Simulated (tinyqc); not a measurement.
Arrhenius fit: deep-level transient spectroscopy (DLTS) of one majority-carrier trap. Computed by tinyqc, a small Python program. Command: `OMP_NUM_THREADS=1 python tinyqc.py 3014129 3014130 out.jsonl dlts walk`. One thread of a shared host (Intel(R) Xeon(R) Processor @ 2.30GHz), about 0.05 s of CPU time with the checks.

A filling pulse loads the traps in a one-sided junction; under reverse bias they empty at the rate e, and the capacitance relaxes as C(t) = C_0 - dC exp(-e t). The signal is S = [C(t_2) - C(t_1)]/dC.

Inputs (values chosen for the exercise, for a model semiconductor):
```
quantity                    value  unit
density-of-states mass m    0.798   m_0
valleys M                       1     -
trap depth E_t              0.232    eV
cross-section sigma_0     1.1e-17  cm^2
degeneracy ratio g              2     -
gate time t_1               0.003     s
ratio t_2/t_1                  10     -
```

Carriers: holes. Extra term: none.

Constants: k_B = 8.617333262e-05 eV/K; k_B = 1.380649e-23 J/K; m_0 = 9.1093837015e-31 kg; h = 6.62607015e-34 J s.

Method:
- e = g sigma v N_b exp(-E/k_B T), v = sqrt(3 k_B T/m), N_b = 2 M (2 pi m k_B T/h^2)^(3/2), sigma = sigma_0, E = E_t.
- S(e) = exp(-e t_1) - exp(-e t_2) peaks at the rate window e_0 = ln(t_2/t_1)/(t_2 - t_1).
- t_1 is scaled by 0.1, 0.3, 1, 3, 10 and 30 at fixed t_2/t_1; each T_p by bisection.
- Least squares of ln(e_0/T_p^2) on 1/(k_B T_p): slope -E_a, intercept ln(gamma sigma_a) with gamma = v N_b/T^2 = sqrt(3 k_B/m) 2 M (2 pi m k_B/h^2)^(3/2). For comparison, the slope of ln e_0 alone.

Arrhenius data:
```
t_1 (s)  e_0 (1/s)  T_p (K)  1/(k_B T_p) (1/eV)  ln(e_0/T_p^2)
0.0003     852.809  183.963             63.0807       -3.68093
0.0009     284.270  172.525             67.2628       -4.65116
0.0030      85.281  161.443             71.8800       -5.72235
0.0090      28.427  152.448             76.1211       -6.70631
0.0300       8.528  143.626             80.7968       -7.79106
0.0900       2.843  136.385             85.0863       -8.78622
```

apparent depth E_a = 0.232 eV

intercept = 10.954

gamma = 2.5987e+21 cm^-2 s^-1 K^-2

apparent cross-section = 2.2000e-17 cm^2

slope without T^2 = 0.25916 eV

What follows from these numbers?

The apparent depth is 0.2320 eV against E_t = 0.232 eV, and the apparent cross-section is 2.00 times sigma_0: only the degeneracy ratio enters. Leaving out the T^2 factor overstates the slope by 27 meV, about 2 k_B T_p.

Extremes, crossings and ranges named in words are read from the listed rows.
